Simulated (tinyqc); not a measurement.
Scaling with the misfit: strain-driven roughening and islands of a mismatched epitaxial film. Computed by tinyqc, a small Python program. Command: `OMP_NUM_THREADS=1 python tinyqc.py 3008672 3008673 out.jsonl island walk`. One thread of a shared host (Intel(R) Xeon(R) Processor @ 2.30GHz), about 0.01 s of CPU time with the checks.

Film and substrate share isotropic elastic constants; the film is coherent and biaxially strained.

Inputs (values chosen for the exercise, modelled on GaN on AlN): misfit |f| = 0.0231; shear modulus G = 125 GPa; Poisson ratio nu = 0.21; surface energy gamma = 1.8 J/m^2; contact angle of the shallow shape theta_1 = 11.2 degrees; contact angle of the steep shape theta_2 = 27.9 degrees; facet energy of shape 1 over gamma = 0.9954; facet energy of shape 2 over gamma = 1.038; surface mobility D_s nu_s Omega^2/(k_B T) = 2e-35 m^6/(J s).

Transport: surface diffusion.

Constants: e = 1.602176634e-19 C.

Method:
- M = 2 G (1 + nu)/(1 - nu); stress = M f; energy density w = M f^2.
- A ripple A cos(k x) has the surface chemical potential per volume [gamma k^2 - 2 (1 + nu) w k] A cos(k x), so k_c = 2 (1 + nu) w/gamma. With surface diffusion the amplitude grows at the rate q = B k^2 [2 (1 + nu) w k - gamma k^2], fastest at k_m = (3/4) k_c. B is the surface mobility.
- Shallow faceted island (Tersoff form): E = 4 Gam V^(2/3) tan^(1/3)(theta) - 6 c V tan(theta), Gam = gamma [x/sin(theta) - 1/tan(theta)], x the facet energy over gamma, c = stress^2 (1 - nu)/(2 pi G).
- The barrier is the maximum of E, at V_c = [4 Gam/(9 c)]^3 / tan^2(theta) (1 GPa nm = 1 J/m^2).
- V_c = [4 Gam/(9 c)]^3/tan^2(theta), barrier = (4/3) Gam V_c^(2/3) tan^(1/3)(theta); the growth time is 1/q at k_m.

fastest wavelength = 30.4967 nm

growth time 1/q at k_m = 46.2502 s

critical volume, shape 1 = 11.0206 nm^3

barrier, shape 1 = 3.21550 eV

Misfit scaled at fixed constants:
```
|f| (%)  fastest wavelength (nm)  growth time (s)  V_c of shape 1 (nm^3)  barrier of shape 1 (eV)
0.5775                    487.95       3.0311e+06             4.5140e+04               8.2317e+02
0.8085                    248.95       2.0539e+05             5.9951e+03               2.1428e+02
1.1550                    121.99       1.1840e+04             7.0532e+02               5.1448e+01
1.6170                     62.24       8.0229e+02             9.3673e+01               1.3392e+01
2.3100                     30.50       4.6250e+01             1.1021e+01               3.2155e+00
3.2340                     15.56       3.1339e+00             1.4636e+00               8.3702e-01
```

Halving the misfit stretches the wavelength 4 times, the barrier 16 times, the volume 64 times and the time 256 times: f^(-2), f^(-4), f^(-6), f^(-8). Over these rows the time spans 6.0 decades: strongly mismatched films tend to roughen first, while dilute alloys have time to stay flat. Rows with wavelengths under 10 nm or volumes under 5 nm^3 are beyond the continuum picture.

Extremes, crossings and ranges named in words are read from the listed rows.
